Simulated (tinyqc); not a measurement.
Capacitance measurement on a leaky thin oxide: effects of series resistance and leakage: two steps of the calculation.

The device is a capacitance C in parallel with a leakage conductance G, in series with Rs and Ls. An impedance meter reports either a parallel pair (Cp, Gp) from Y = 1/Z = Gp + i w Cp or a series pair (Cs, Rm) from Z = Rm + 1/(i w Cs); w = 2 pi f, dissipation D = Gp/(w |Cp|).

Inputs (values chosen for the exercise); values of the order met in thin-oxide MOS capacitors: relative permittivity of the gate insulator (close to aluminium oxide) eox = 9.24; insulator thickness tox = 2.8 nm; gate area A = 400 um^2; oxide-equivalent thickness added by the accumulation layer zc = 0.54 nm; oxide-equivalent thickness added by gate depletion zp = 0.24 nm; gate leakage current density, not matched to the thickness Jg = 1.7 A/cm^2; voltage for an e-fold rise of the leakage Vs = 0.37 V; series resistance Rs = 310 ohm; series inductance Ls = 0 nH; measuring frequency f = 1e6 Hz.

Constants: eps0 = 8.8541878128e-14 F/cm where lengths are in cm. Results are converted to the units shown.

Task 1. True capacitance and conductance. EOT = 3.9 tox/eox; CET = EOT + zc + zp; C = 3.9 eps0 A/CET; G = Jg A/Vs.

Find: EOT; CET; C; G.

Result 1.

EOT = 1.182 nm
CET = 1.962 nm
C = 7.041 pF
G = 18.38 uS

Task 2. What the meter reports. Z = Rs + i w Ls + 1/(G + i w C).

C = 7.0406795 pF
G = 18.378378 uS

Give: Z; Cp; Gp; Cs; D.

Result 2.

Z = (0.8319-1.9278i) x 1e4 ohm
Cp = 6.9598 pF
Gp = 18.871 uS
Cs = 8.2559 pF
D = 0.43152

Cp is 1.1 % below C and Cs is 17 % above it; G Rs = 0.00570, w C Rs = 0.0137 and G/(w C) = 0.415.

Program tinyqc, `OMP_NUM_THREADS=1 python tinyqc.py 2022036 2022037 out.jsonl`; Intel Xeon 2.30GHz, shared host, one thread, about 0.01 s.
